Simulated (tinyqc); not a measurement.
Doping from resistivity.

Question. A uniform, uncompensated and fully ionised sample has rho = 1/(q N mu), mu = m1 + (m2 (T/300 K)^(-bt) - m1)/(1 + (N/Nr)^am). Find N, mu and the diffusion coefficient mu Vt.

Parameters, values chosen for the exercise:
```
symbol    value        unit                                 meaning
T           300           K                             temperature
m1         52.3  cm^2/(V s)           mobility limit at high doping
m2         1390  cm^2/(V s)  mobility limit at low doping, at 300 K
Nr      9.76e16       cm^-3    reference doping of the mobility law
am        0.655                        exponent of the mobility law
bt          2.4                          temperature exponent of m2
```

Constants: q = 1.602176634e-19 C, kB = 1.380649e-23 J/K, Vt = kB T/q. Results are converted to the units shown.

resistivity = 0.012795719 ohm cm

Solution. With am below 1 the product N mu rises steadily with N, so one doping matches; it is found by iterating N = 1/(q rho mu(N)).

N = 2.500e18 cm^-3
mu = 195.1 cm^2/(V s)
diffusion coefficient = 5.044 cm^2/s

tinyqc, about 0.01 s, one thread, Intel Xeon 2.30GHz (shared host): `OMP_NUM_THREADS=1 python tinyqc.py 2110105 2110106 out.jsonl`
